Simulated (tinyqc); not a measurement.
The product rho l across metals: free and nearly free electrons in a metal.

Constants: hbar^2/2m0 = 3.80998211 eV angstrom^2; hbar = 6.58211957e-16 eV s.

Free electrons with m = 1; fcc cells hold 4 atoms and bcc cells 2; n = atoms z/a^3, kF = (3 pi^2 n)^(1/3), rho l = hbar kF/(n e^2), e = 1.602176634e-19 C. Inputs are chosen for the exercise.

Cases:

| case | lattice | a (angstrom) | z | rho (micro-ohm cm) |
|---|---|---|---|---|
| near Ag | fcc | 4.101 | 1 | 1.69 |
| near Na | bcc | 4.251 | 1 | 4.95 |
| near Ca | fcc | 5.561 | 2 | 3.42 |
| near Al | fcc | 4.056 | 3 | 2.63 |
| near Cu | fcc | 3.613 | 1 | 1.74 |
| near Li | bcc | 3.460 | 1 | 8.91 |

Rank the cases by rho l (1e-16 ohm m^2), lowest first.

Answer: near Al, near Cu, near Ag, near Li, near Ca, near Na.

Results:

| case | lattice | a (angstrom) | z | rho (micro-ohm cm) | kF (1/angstrom) | EF (eV) | l (nm) | rho l (1e-16 ohm m^2) |
|---|---|---|---|---|---|---|---|---|
| near Ag | fcc | 4.101 | 1 | 1.69 | 1.197 | 5.46 | 50.2 | 8.48 |
| near Na | bcc | 4.251 | 1 | 4.95 | 0.917 | 3.20 | 29.2 | 14.47 |
| near Ca | fcc | 5.561 | 2 | 3.42 | 1.113 | 4.72 | 28.7 | 9.83 |
| near Al | fcc | 4.056 | 3 | 2.63 | 1.746 | 11.62 | 15.2 | 3.99 |
| near Cu | fcc | 3.613 | 1 | 1.74 | 1.359 | 7.04 | 37.8 | 6.58 |
| near Li | bcc | 3.460 | 1 | 8.91 | 1.127 | 4.84 | 10.8 | 9.59 |

rho l falls as n^(-2/3): it is lowest for the case near Al and highest for near Na. The lowest bulk rho belongs to near Ag; in very narrow wires, where rho l rules, the order changes. Real Fermi surfaces depart from spheres, most for the polyvalent and noble metals.

Computed by tinyqc, a small Python program: `OMP_NUM_THREADS=1 python tinyqc.py 1652798 1652799 out.jsonl` (the numbers bound the seed that draws the inputs); one thread of a shared host (Intel(R) Xeon(R) Processor @ 2.30GHz), about 0.01 s for the whole set of steps.
